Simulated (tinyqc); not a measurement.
# Surface photovoltage measurement of the minority-carrier diffusion length in a wafer, step by step

A worked calculation. Computed by tinyqc, a small Python program that keeps every step. Command: `OMP_NUM_THREADS=1 python tinyqc.py 3130122 3130123 out.jsonl spv walk`. One thread of a shared host (Intel(R) Xeon(R) Processor @ 2.30GHz), about 0.01 s of CPU time with the checks. Intermediate numbers are printed to about 7 digits and carried at full precision; extremes and crossings named in words are read from the listed rows.

Low injection, steady light, a depletion layer much thinner than 1/alpha and L. The excess density dn is taken at the front edge of the neutral region; light that reaches the back is lost.

Inputs (values chosen for the exercise, modelled on p-type silicon at room temperature):
```
quantity                                             value               unit
diffusion length L                                     650         micrometre
wafer thickness W                                      625         micrometre
diffusivity D                                         24.8             cm^2/s
front recombination velocity S_f                       130               cm/s
back recombination velocity S_b                     690000               cm/s
photon flux entering                               1.1e+12         1/(cm^2 s)
minority density at the surface barrier scale n_0  6.2e+09             1/cm^3
temperature T                                          298                  K
wavelength                                             963                 nm
relative noise of each reading                         0.2                  %
diffusion length after pair splitting over L          0.87                  -
iron factor C                                        1e+16  micrometre^2/cm^3
```

Constants: k_B = 8.617333262e-05 eV/K.

## One wavelength

alpha = (84.732/lambda - 76.417)^2 per cm with lambda in micrometre (an empirical fit for silicon between 0.7 and 1.05 micrometre). Thick wafer: dn = Phi L/((S_f + D/L)(L + 1/alpha)). Finite wafer, with s = S_b L/D, w = W/L, a = alpha L: dn = [Phi a/(a^2 - 1)] [a - B - exp(-alpha W)(a - s)/(cosh w + s sinh w)]/(S_f + B D/L), B = (sinh w + s cosh w)/(cosh w + s sinh w). Photovoltage V = (k_B T/e) ln(1 + dn/n_0). Lifetime = L^2/D.

alpha = 133.8774 1/cm

penetration depth 1/alpha = 74.69522 micrometre

dn, thick wafer = 1.928734e+09 1/cm^3

B = 1.341907

dn, finite wafer = 1.468639e+09 1/cm^3

photovoltage V = 5.459235 mV

lifetime = 170.3629 microsecond

Caution: dn is not small against n_0, so V is not linear in the flux; the constant-flux reading then needs dn, not V.

## The linear plot

normal deviates g for the noise: 0.47  1.36  0.66  0.52  0.91  0.23  -0.84

Readings y = (Phi/dn) (1 + noise x g) at 780, 830, 880, 920, 950, 975 and 995 nm; a least-squares line y = c (1/alpha + L_app) gives L_app = intercept/slope.

Readings:
```
lambda (nm)  1/alpha (micrometre)  y (cm/s)  line (cm/s)
780                        9.6364  655.4917     653.6799
830                       15.1760  664.1938     662.0991
880                       25.3298  677.2769     677.5313
920                       40.6576  698.7968     700.8270
950                       61.2783  729.7589     732.1672
975                       90.9173  775.1023     777.2137
995                      130.8877  840.8600     837.9622
```

slope = 1.519839 cm/(s micrometre)

apparent length L_app = 420.4616 micrometre

error of L_app (rounded to 0.001) = -35.314 %

Without noise the error would be -36.2 %, from the finite thickness at W/L = 1.0. S_f scales all readings alike and leaves L_app unchanged.

## Where the wafer is too thin

No noise; L is varied at fixed W, and the last two columns set S_b to 0 and to 1e7 cm/s.

Apparent length (micrometre):
```
L            W/L  given S_b   S_b = 0  S_b = 1e7
31.2    20.03205    31.2000    31.200    31.2000
62.5    10.00000    62.4998    62.500    62.4998
125.0    5.00000   124.8549   125.115   124.8542
188.0    3.32447   185.7133   190.024   185.7057
312.0    2.00321   285.5880   338.142   285.5358
500.0    1.25000   376.2686   647.187   376.1281
812.0    0.76970   438.4615  1396.394   438.2312
1310.0   0.47710   469.2234  3034.829   468.9398
2500.0   0.25000   484.9701  7352.900   484.6568
```

With a fast back surface L_app levels off, at 485 micrometre in the last row; with a passive one it reaches up to 2.94 times L among these rows and is 7350 in the last. All three columns are within 5 % of L down to W/L = 3.3.

## Iron from two lengths

Splitting iron-boron pairs in boron-doped silicon shortens L; with nothing else changing, [Fe] = C (1/L_after^2 - 1/L^2). It is evaluated with the true lengths and with the apparent ones (without noise), which differ when the wafer is not thick against L.

L_after = 565.5 micrometre

[Fe] from the true lengths = 7.601858e+09 1/cm^3

[Fe] from the apparent lengths = 5.701403e+09 1/cm^3

bias, apparent over true less 1 (rounded to 0.001) = -25 %

Checks made by the program: dn against a finite-difference solution (relative difference 5e-07).
